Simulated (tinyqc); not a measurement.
Energy and delay of logic against supply voltage: two steps of the calculation.

One expression serves below and above threshold: I(Vg) = Ik [ln(1 + exp((Vg - VT + dd V)/(al nf Vt)))]^al, with I_on = I(V) and I_off = I(0). Gate delay td = kd C V/I_on, clock period LD td. Per gate and cycle the switching energy is act C V^2 and the leakage energy I_off V LD td. No short-circuit current, no variation. Minima are sought above 0.09 V; below a few Vt gates no longer switch and the model has no meaning.

Inputs (values chosen for the exercise); values of the order met in logic technologies:
- T = 300 K (temperature)
- VT = 0.32 V (threshold voltage at zero drain bias)
- nf = 1.24 (slope factor)
- dd = 0.11 (barrier lowering per volt of supply)
- Ik = 0.58 uA (specific current of a gate)
- al = 1.54 (exponent of the current law)
- C = 3 fF (load capacitance of a gate)
- kd = 0.6 (delay factor)
- LD = 20 (logic depth)
- act = 0.01 (activity factor)
- V = 1.03 V (supply voltage)

Constants: q = 1.602176634e-19 C, kB = 1.380649e-23 J/K, Vt = kB T/q. Results are converted to the units shown.

Problem 1. Currents, delay and energies. I_on, I_off, td, clock frequency 1/(LD td), both energies and their sum.

Give: I_on; I_off; td; clock frequency; switching energy; leakage energy; energy.

Solution 1.

I_on = 44.21 uA
I_off = 0.9079 nA
td = 41.94 ps
clock frequency = 1.192 GHz
switching energy = 31.83 aJ
leakage energy = 0.7844 aJ
energy = 32.61 aJ

I_on/I_off = 48700; leakage makes up 2.41 % of the energy.

Problem 2. New V. Minimum-energy supply: E(V) is the energy per gate and cycle; with h = 0.001 V, E' = (E(V + h) - E(V - h))/(2 h), E'' = (E(V - h) - 2 E(V) + E(V + h))/h^2, V(new) = V - E'/E''.

V after iteration 1 = 0.25601099 V

Give: E'; E''; V after iteration 2.

Solution 2.

E' = -3.6812 aJ/V
E'' = 464.73 aJ/V^2
V after iteration 2 = 0.26393 V

tinyqc, about 0.01 s, one thread, Intel Xeon 2.30GHz (shared host): `OMP_NUM_THREADS=1 python tinyqc.py 2082071 2082072 out.jsonl`
